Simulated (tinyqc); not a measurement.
Free and trapped electrons in a MOS channel with a dense trap tail: one step of the calculation.

p-type body, charge-sheet picture, full ionisation (an idealisation for deep acceptors), Boltzmann statistics for free electrons. e = Ec - EF at the surface. Acceptor-like traps of density D(E) = D0 + De exp(-E/Ew) at depth E below Ec, from 0 to Eu, hold n_t = integral of D(E)/(1 + exp((e - E)/Vt)). psi = Eg - Vt ln(Nv/Na) - e; N_dep = sqrt(2 eps0 eps_r Na (psi - Vt)/q); n_f = sqrt(N_dep^2 + 2 eps0 eps_r Vt Nc exp(-e/Vt)/q) - N_dep; Vg = Vfb + psi + q (N_dep + n_t + n_f)/Cox, Cox = eps0 eox/tox.

Problem. Trapped charge. Trapezoid rule on 14 equal steps from 0 to Eu, f = 1/(1 + exp((e - E)/Vt)).

Inputs (values chosen for the exercise); band and dielectric values close to those of gallium nitride: temperature T = 250 K; constant background density of acceptor-like traps D0 = 3.2e10 cm^-2 eV^-1; density of the tail at the conduction edge De = 2.7e13 cm^-2 eV^-1; decay energy of the tail Ew = 0.07 eV; depth below Ec down to which the traps reach Eu = 0.98 eV; Ec - EF at the surface e = 0.054 eV.

Constants: q = 1.602176634e-19 C, kB = 1.380649e-23 J/K, Vt = kB T/q. Results are converted to the units shown.

Wanted: E; D(E) f; n_t.

Solution.

| point | E (eV) | D(E) f (cm^-2 eV^-1) |
|---|---|---|
| 0 | 0 | 2.038e12 |
| 1 | 0.07000 | 6.752e12 |
| 2 | 0.1400 | 3.619e12 |
| 3 | 0.2100 | 1.375e12 |
| 4 | 0.2800 | 5.265e11 |
| 5 | 0.3500 | 2.139e11 |
| 6 | 0.4200 | 9.893e10 |
| 7 | 0.4900 | 5.662e10 |
| 8 | 0.5600 | 4.106e10 |
| 9 | 0.6300 | 3.533e10 |
| 10 | 0.7000 | 3.323e10 |
| 11 | 0.7700 | 3.245e10 |
| 12 | 0.8400 | 3.217e10 |
| 13 | 0.9100 | 3.206e10 |
| 14 | 0.9800 | 3.202e10 |

n_t = 9.719e11 cm^-2

Program tinyqc, `OMP_NUM_THREADS=1 python tinyqc.py 2222082 2222083 out.jsonl`; Intel Xeon 2.30GHz, shared host, one thread, about 0.02 s.
